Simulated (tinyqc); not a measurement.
Polycrystalline film, grain-boundary barriers (Seto model): two steps of the calculation.

One-dimensional grains of size Lg with donors N; each boundary has Qt acceptor-like traps per area at one level Et below the band edge. Trapped electrons qt deplete a width w = qt/N (both sides together) and raise a barrier Vb = q N w^2/(8 eps0 eps_r). Current crosses the barriers by thermionic emission at small bias. Abrupt depletion, full ionisation, Boltzmann statistics.

Parameters, values chosen for the exercise; values close to those of polycrystalline silicon:
- T = 325 K (temperature)
- eps_r = 11.7 (relative permittivity of the semiconductor)
- Lg = 30 nm (grain size)
- Qt = 3.9e12 cm^-2 (trap density at a boundary)
- N = 3.9e18 cm^-3 (donor density)
- Nc = 3.16e19 cm^-3 (conduction-band density of states at T)
- Et = 0.47 eV (trap level below the band edge)

Constants: q = 1.602176634e-19 C, kB = 1.380649e-23 J/K, Vt = kB T/q, eps0 = 8.8541878128e-14 F/cm where lengths are in cm. Results are converted to the units shown.

Problem 1. Critical doping and limits of the barrier. N* = Qt/Lg; fully depleted grains have Vb = q N Lg^2/(8 eps0 eps_r), filled traps Vb = q Qt^2/(8 eps0 eps_r N); the true barrier cannot exceed the smaller.

Give: N*; Vb, fully depleted; Vb, traps filled.

Solution 1.

N* = 1.3000e18 cm^-3
Vb, fully depleted = 0.67857 V
Vb, traps filled = 0.075396 V

Problem 2. Trapped charge. w = qt/N, Vb = q N w^2/(8 eps0 eps_r), out = Qt/(1 + 2 (Nc/N) exp((Vb - Et)/Vt)); qt(new) = out.

qt at the start = 3.6e12 cm^-2

Give: w; Vb; out; qt after iteration 1.

Solution 2.

w = 9.231 nm
Vb = 0.06424 V
out = 3.900e12 cm^-2
qt after iteration 1 = 3.900e12 cm^-2

Numbers from tinyqc (`OMP_NUM_THREADS=1 python tinyqc.py 2610111 2610112 out.jsonl`; about 0.01 s on one thread of a shared Intel Xeon 2.30GHz).
